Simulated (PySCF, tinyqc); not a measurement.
Worked calculation: CCSD on RHF in the sto-6g basis, for H6, spin multiplicity 1. The lowest restricted solution is unstable here: a spin-polarised one lies 0.0621 hartree lower (PySCF). One step of it, computed by the program tinyqc.

Task: Integrals over molecular orbitals. (pq|rs) = sum C_ip C_jq C_kr C_ls (ij|kl), one index at a time.

coefficients C, order 1H 1s, 2H 1s, 3H 1s, 4H 1s, 5H 1s, 6H 1s:
$$\begin{pmatrix}
0.145353 & 0.318923 & 0.519916 & 0.619009 & -0.570058 & 0.367267 \\
0.295509 & 0.427989 & 0.239404 & -0.255069 & 0.827258 & -0.816014 \\
0.376342 & 0.197941 & -0.415697 & -0.474924 & -0.432624 & 1.008572 \\
0.376342 & -0.197941 & -0.415697 & 0.474924 & -0.432624 & -1.008572 \\
0.295509 & -0.427989 & 0.239404 & 0.255069 & 0.827258 & 0.816014 \\
0.145353 & -0.318923 & 0.519916 & -0.619009 & -0.570058 & -0.367267
\end{pmatrix}$$

core Hamiltonian H = T + V (hartree), order 1H 1s, 2H 1s, 3H 1s, 4H 1s, 5H 1s, 6H 1s:
$$\begin{pmatrix}
-1.565475 & -0.890815 & -0.249332 & -0.035195 & -0.005787 & -0.000495 \\
-0.890815 & -2.016404 & -1.275725 & -0.265928 & -0.052939 & -0.005787 \\
-0.249332 & -1.275725 & -2.132047 & -1.015296 & -0.265928 & -0.035195 \\
-0.035195 & -0.265928 & -1.015296 & -2.132047 & -1.275725 & -0.249332 \\
-0.005787 & -0.052939 & -0.265928 & -1.275725 & -2.016404 & -0.890815 \\
-0.000495 & -0.005787 & -0.035195 & -0.249332 & -0.890815 & -1.565475
\end{pmatrix}$$

Two-electron integrals (ij|kl) in chemists' order, unique and non-zero (hartree):
```
(11|11) 0.774999   (21|11) 0.246228   (21|21) 0.105543   (22|11) 0.432272
(22|21) 0.246228   (22|22) 0.774999   (31|11) 0.046810   (31|21) 0.022199
(31|22) 0.059711   (31|31) 0.005307   (32|11) 0.172459   (32|21) 0.099710
(32|22) 0.336005   (32|31) 0.028247   (32|32) 0.182467   (33|11) 0.252200
(33|21) 0.143387   (33|22) 0.496640   (33|31) 0.046810   (33|32) 0.336005
(33|33) 0.774999   (41|11) 0.004843   (41|21) 0.002370   (41|22) 0.006665
(41|31) 0.000614   (41|32) 0.003522   (41|33) 0.006664   (41|41) 0.000079
(42|11) 0.025917   (42|21) 0.014339   (42|22) 0.046899   (42|31) 0.004285
(42|32) 0.028299   (42|33) 0.059819   (42|41) 0.000615   (42|42) 0.005325
(43|11) 0.082909   (43|21) 0.044319   (43|22) 0.143608   (43|31) 0.014334
(43|32) 0.099866   (43|33) 0.246617   (43|41) 0.002373   (43|42) 0.022267
(43|43) 0.105838   (44|11) 0.163271   (44|21) 0.082821   (44|22) 0.252319
(44|31) 0.025882   (44|32) 0.172557   (44|33) 0.432560   (44|41) 0.004843
(44|42) 0.046899   (44|43) 0.246617   (44|44) 0.774999   (51|11) 0.000635
(51|21) 0.000318   (51|22) 0.000917   (51|31) 0.000086   (51|32) 0.000505
(51|33) 0.000996   (51|41) 0.000012   (51|42) 0.000095   (51|43) 0.000387
(51|44) 0.000878   (51|51) 1.82e-06   (52|11) 0.004307   (52|21) 0.002312
(52|22) 0.007359   (52|31) 0.000692   (52|32) 0.004520   (52|33) 0.009787
(52|41) 0.000105   (52|42) 0.000922   (52|43) 0.004056   (52|44) 0.009787
(52|51) 0.000017   (52|52) 0.000173   (53|11) 0.017827   (53|21) 0.009204
(53|22) 0.028634   (53|31) 0.002885   (53|32) 0.019374   (53|33) 0.046899
(53|41) 0.000491   (53|42) 0.004587   (53|43) 0.022267   (53|44) 0.059819
(53|51) 0.000086   (53|52) 0.000922   (53|53) 0.005325   (54|11) 0.075811
(54|21) 0.037402   (54|22) 0.110100   (54|31) 0.011268   (54|32) 0.072156
(54|33) 0.172557   (54|41) 0.002052   (54|42) 0.019374   (54|43) 0.099866
(54|44) 0.336005   (54|51) 0.000398   (54|52) 0.004520   (54|53) 0.028299
(54|54) 0.182467   (55|11) 0.126446   (55|21) 0.060939   (55|22) 0.174288
(55|31) 0.017801   (55|32) 0.110100   (55|33) 0.252319   (55|41) 0.003120
(55|42) 0.028634   (55|43) 0.143608   (55|44) 0.496640   (55|51) 0.000635
(55|52) 0.007359   (55|53) 0.046899   (55|54) 0.336005   (55|55) 0.774999
(61|11) 0.000041   (61|21) 0.000021   (61|22) 0.000062   (61|31) 0.000006
(61|32) 0.000037   (61|33) 0.000076   (61|41) 8.73e-07   (61|42) 0.000007
(61|43) 0.000032   (61|44) 0.000076   (61|51) 1.42e-07   (61|52) 1.41e-06
(61|53) 0.000007   (61|54) 0.000037   (61|55) 0.000062   (61|61) 1.17e-08
(62|11) 0.000393   (62|21) 0.000205   (62|22) 0.000635   (62|31) 0.000061
(62|32) 0.000398   (62|33) 0.000878   (62|41) 0.000010   (62|42) 0.000086
(62|43) 0.000387   (62|44) 0.000996   (62|51) 1.65e-06   (62|52) 0.000017
(62|53) 0.000095   (62|54) 0.000505   (62|55) 0.000917   (62|61) 1.42e-07
(62|62) 1.82e-06   (63|11) 0.002071   (63|21) 0.001038   (63|22) 0.003120
(63|31) 0.000316   (63|32) 0.002052   (63|33) 0.004843   (63|41) 0.000054
(63|42) 0.000491   (63|43) 0.002373   (63|44) 0.006664   (63|51) 0.000010
(63|52) 0.000105   (63|53) 0.000615   (63|54) 0.003522   (63|55) 0.006665
(63|61) 8.73e-07   (63|62) 0.000012   (63|63) 0.000079   (64|11) 0.012893
(64|21) 0.006216   (64|22) 0.017801   (64|31) 0.001818   (64|32) 0.011268
(64|33) 0.025882   (64|41) 0.000316   (64|42) 0.002885   (64|43) 0.014334
(64|44) 0.046810   (64|51) 0.000061   (64|52) 0.000692   (64|53) 0.004285
(64|54) 0.028247   (64|55) 0.059711   (64|61) 0.000006   (64|62) 0.000086
(64|63) 0.000614   (64|64) 0.005307   (65|11) 0.046128   (65|21) 0.021804
(65|22) 0.060939   (65|31) 0.006216   (65|32) 0.037402   (65|33) 0.082821
(65|41) 0.001038   (65|42) 0.009204   (65|43) 0.044319   (65|44) 0.143387
(65|51) 0.000205   (65|52) 0.002312   (65|53) 0.014339   (65|54) 0.099710
(65|55) 0.246228   (65|61) 0.000021   (65|62) 0.000318   (65|63) 0.002370
(65|64) 0.022199   (65|65) 0.105543   (66|11) 0.099208   (66|21) 0.046128
(66|22) 0.126446   (66|31) 0.012893   (66|32) 0.075811   (66|33) 0.163271
(66|41) 0.002071   (66|42) 0.017827   (66|43) 0.082909   (66|44) 0.252200
(66|51) 0.000393   (66|52) 0.004307   (66|53) 0.025917   (66|54) 0.172459
(66|55) 0.432272   (66|61) 0.000041   (66|62) 0.000635   (66|63) 0.004843
(66|64) 0.046810   (66|65) 0.246228   (66|66) 0.774999
```

Give: one-electron integrals over orbitals h = C^T H C; Two-electron integrals over orbitals.

Result:

one-electron integrals over orbitals h = C^T H C (hartree):
$$\begin{pmatrix}
-2.2212 & 0.0000 & 0.1414 & 0.0000 & -0.0488 & 0.0000 \\
0.0000 & -2.0046 & 0.0000 & 0.2207 & 0.0000 & 0.0269 \\
0.1414 & 0.0000 & -1.7583 & 0.0000 & -0.1772 & 0.0000 \\
0.0000 & 0.2207 & 0.0000 & -1.6371 & 0.0000 & 0.1450 \\
-0.0488 & 0.0000 & -0.1772 & 0.0000 & -1.4106 & 0.0000 \\
0.0000 & 0.0269 & 0.0000 & 0.1450 & 0.0000 & -1.2410
\end{pmatrix}$$

Two-electron integrals over orbitals (pq|rs), unique and non-zero (hartree):
```
(11|11) 0.4260     (21|21) 0.1419     (22|11) 0.3544     (22|22) 0.3682
(31|11) -0.0755    (31|22) 0.0098     (31|31) 0.0856     (32|21) 0.0806
(32|32) 0.1098     (33|11) 0.3335     (33|22) 0.3318     (33|31) -0.0050
(33|33) 0.3552     (41|21) -0.0577    (41|32) 0.0233     (41|41) 0.0729
(42|11) -0.0893    (42|22) -0.0279    (42|31) 0.0626     (42|33) 0.0121
(42|42) 0.0914     (43|21) 0.0952     (43|32) 0.0960     (43|41) -0.0024
(43|43) 0.1399     (44|11) 0.3424     (44|22) 0.3389     (44|31) -0.0074
(44|33) 0.3528     (44|42) 0.0010     (44|44) 0.3635     (51|11) 0.0007
(51|22) 0.0390     (51|31) 0.0376     (51|33) -0.0180    (51|42) -0.0177
(51|44) -0.0108    (51|51) 0.0622     (52|21) 0.0570     (52|32) 0.0077
(52|41) -0.0449    (52|43) -0.0275    (52|52) 0.0843     (53|11) 0.0878
(53|22) 0.0258     (53|31) -0.0630    (53|33) -0.0048    (53|42) -0.0835
(53|44) -0.0066    (53|51) 0.0103     (53|53) 0.0892     (54|21) -0.0856
(54|32) -0.1043    (54|41) -0.0140    (54|43) -0.0973    (54|52) -0.0110
(54|54) 0.1115     (55|11) 0.3715     (55|22) 0.3768     (55|31) 0.0007
(55|33) 0.3467     (55|42) -0.0320    (55|44) 0.3539     (55|51) 0.0349
(55|53) 0.0321     (55|55) 0.4025     (61|21) 0.0019     (61|32) -0.0300
(61|41) -0.0285    (61|43) 0.0322     (61|52) -0.0402    (61|54) 0.0277
(61|61) 0.0719     (62|11) 0.0008     (62|22) -0.0363    (62|31) -0.0369
(62|33) 0.0138     (62|42) 0.0122     (62|44) 0.0159     (62|51) -0.0572
(62|53) -0.0143    (62|55) -0.0361    (62|62) 0.0599     (63|21) -0.0552
(63|32) 0.0180     (63|41) 0.0666     (63|43) -0.0023    (63|52) -0.0446
(63|54) -0.0186    (63|61) -0.0265    (63|63) 0.0705     (64|11) -0.0786
(64|22) 0.0038     (64|31) 0.0835     (64|33) -0.0071    (64|42) 0.0646
(64|44) -0.0092    (64|51) 0.0358     (64|53) -0.0662    (64|55) 0.0032
(64|62) -0.0372    (64|64) 0.0919     (65|21) -0.1451    (65|32) -0.0868
(65|41) 0.0569     (65|43) -0.1021    (65|52) -0.0589    (65|54) 0.0926
(65|61) -0.0013    (65|63) 0.0596     (65|65) 0.1633     (66|11) 0.4526
(66|22) 0.3792     (66|31) -0.0798    (66|33) 0.3592     (66|42) -0.0958
(66|44) 0.3699     (66|51) 0.0010     (66|53) 0.0973     (66|55) 0.4073
(66|62) 1.76e-04   (66|64) -0.0886    (66|66) 0.5071
```
